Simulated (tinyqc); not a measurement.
Raising D: domain walls in a thin film with perpendicular anisotropy: Bloch, Neel and chiral walls, motion and stripe domains. Computed by tinyqc, a small Python program. Command: `OMP_NUM_THREADS=1 python tinyqc.py 3011732 3011733 out.jsonl mwall walk`. One thread of a shared host (Intel(R) Xeon(R) Processor @ 2.30GHz), about 0.01 s of CPU time with the checks.

One-dimensional wall: polar angle theta(x), azimuth phi of the moment in the wall (phi = 0 Neel, 90 degrees Bloch). mu_0 = 1.25663706212e-6 T m/A, gamma = 1.76085963023e11 rad/(s T).

Inputs (values chosen for the exercise, for a model film):
```
quantity                      value    unit
saturation magnetisation M_s    698    kA/m
exchange stiffness A            9.2    pJ/m
uniaxial anisotropy K_u         377  kJ/m^3
DMI constant D                 0.56  mJ/m^2
thickness t                     1.1      nm
```

Method. K_eff = K_u - mu_0 M_s^2/2; Delta = sqrt(A/K_eff); sigma_0 = 4 sqrt(A K_eff); profile theta = 2 arctan exp(x/Delta); quality factor Q = 2 K_u/(mu_0 M_s^2). sigma(phi) = sigma_0 + 2 Delta K_D cos^2(phi) - pi D cos(phi), with the wall shape anisotropy K_D = N_x mu_0 M_s^2/2, N_x = t ln 2/(pi Delta). The minimum has cos(phi) = D/D_N for D < D_N = 4 Delta K_D/pi and phi = 0 beyond; sigma turns negative at D_c = (sigma_0 + 2 Delta K_D)/pi.

D_N = 0.0945952 mJ/m^2

D_c = 1.07547 mJ/m^2

width parameter Delta = 11.3928 nm

sigma_0 = 3.23011 mJ/m^2

Wall against D; the last column is the Kaplan-Gehring width, log10[0.955 t exp(pi sigma/(mu_0 M_s^2 t))/nm], with a dash where it falls below 10 Delta and the formula fails:
```
D (mJ/m^2)  phi (degrees)  sigma (mJ/m^2)  sigma/sigma_0  log10 domain width
0.019              78.413          3.2241        0.99814              6.5532
0.047              60.208          3.1934        0.98864              6.4910
0.076              36.542          3.1342        0.97031              6.3710
0.220               0.000          2.6876        0.83203              5.4661
0.430               0.000          2.0278        0.62779              4.1296
0.650               0.000          1.3367        0.41381              2.7294
0.860               0.000          0.6769        0.20957                   -
0.970               0.000          0.3314        0.10258                   -
```

D_N is 9 % of D_c, so a small D fixes the chirality long before it lowers the energy much. Beyond D_N sigma falls by pi per unit of D, and the domain width, which has sigma in an exponent, drops by 3.8 decades over the valid rows (values above 6 mean a single domain in any device).

Extremes, crossings and ranges named in words are read from the listed rows.
